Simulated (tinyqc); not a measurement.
Luttinger-Kohn k.p, four valence bands, step by step. One step of it, computed by the program tinyqc.

Question. Bloch Hamiltonian at k. P = c g1 k^2, Q = c g2 (kx^2 + ky^2 - 2 kz^2), R = c sqrt3 [-g2 (kx^2 - ky^2) + 2i g3 kx ky], S = 2 c sqrt3 g3 (kx - i ky) kz, c = hbar^2/2m = 3.809982 eV angstrom^2; rows [P+Q, -S, R, 0], [-S*, P-Q, 0, R], [R*, 0, P-Q, S], [0, R*, S*, P+Q]. The path ends lie at |k| = 0.08 1/angstrom.

Luttinger parameters chosen for this model; energies are counted downward from the top of the valence band:
```
parameter     value  unit
g1         3.610000
g2         1.150000
g3         1.460000
```

k point k (1/angstrom): [-0.041000, -0.013000, 0.022000]

Give: H(k) at k.

Answer.

H(k) at k (eV), order 3/2, 1/2, -1/2, -3/2:
```
[[0.0360, 0.0174-0.0055i, -0.0115+0.0103i, 0.0000],
 [0.0174+0.0055i, 0.0282, 0.0000, -0.0115+0.0103i],
 [-0.0115-0.0103i, 0.0000, 0.0282, -0.0174+0.0055i],
 [0.0000, -0.0115-0.0103i, -0.0174-0.0055i, 0.0360]]
```
